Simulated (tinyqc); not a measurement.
Enthalpies against pressure: pressure-driven transition between two phases with analytic equations of state. Computed by tinyqc, a small Python program. Command: `OMP_NUM_THREADS=1 python tinyqc.py 3000631 3000632 out.jsonl transition walk`. One thread of a shared host (Intel(R) Xeon(R) Processor @ 2.30GHz), about 0.04 s of CPU time with the checks.

Each phase obeys E = E0 + (B0 V/B') [(V0/V)^B'/(B' - 1) + 1] - B0 V0/(B' - 1), P = (B0/B') [(V0/V)^B' - 1]; E0 = 0 for phase 1 and Delta E0 for phase 2. H = E + P V.

Inputs (values chosen for the exercise, for two model phases):
```
quantity                                   value             unit
volume V0 of phase 1                        24.1  angstrom^3/atom
B0 of phase 1                                141              GPa
B' of phase 1                               3.84                -
volume V0 of phase 2                          22  angstrom^3/atom
B0 of phase 2                                172              GPa
B' of phase 2                               5.09                -
energy of phase 2 above phase 1, Delta E0  0.072          eV/atom
```

Equation of state: Murnaghan.

Constants: 1 eV/angstrom^3 = 160.2176634 GPa.

Method. Start from P = Delta E0/(V0 of phase 1 - V0 of phase 2); at each P solve P(V) = P for both phases and step P(new) = P - (H_2 - H_1)/(V_2 - V_1); stop when |H_2 - H_1| < 1e-10 eV. At the zero-temperature transition the volume change is V_2/V_1 - 1 and the work is P (V_1 - V_2). For each P solve P(V) = P in both phases.

transition pressure = 5.82063 GPa

V_1 at the transition = 23.1940 angstrom^3

V_2 at the transition = 21.3237 angstrom^3

Both phases:
```
P (GPa)  V_1 (angstrom^3)  V_2 (angstrom^3)  H_2 - H_1 (meV/atom)   stable
0.0                24.100            22.000                72.000  phase 1
1.5                23.850            21.813                52.637  phase 1
2.9                23.628            21.647                35.085  phase 1
4.4                23.400            21.477                16.815  phase 1
5.4                23.254            21.368                 4.930  phase 1
6.3                23.126            21.273                -5.570  phase 2
7.6                22.948            21.140               -20.419  phase 2
9.3                22.724            20.974               -39.290  phase 2
```

What follows from these numbers?

H_2 - H_1 changes with slope V_2 - V_1, from -2.100 to -1.750 angstrom^3 per atom over the table, and passes zero at 5.82 GPa. An error of 10 meV per atom in Delta E0 moves the transition by about 0.86 GPa.
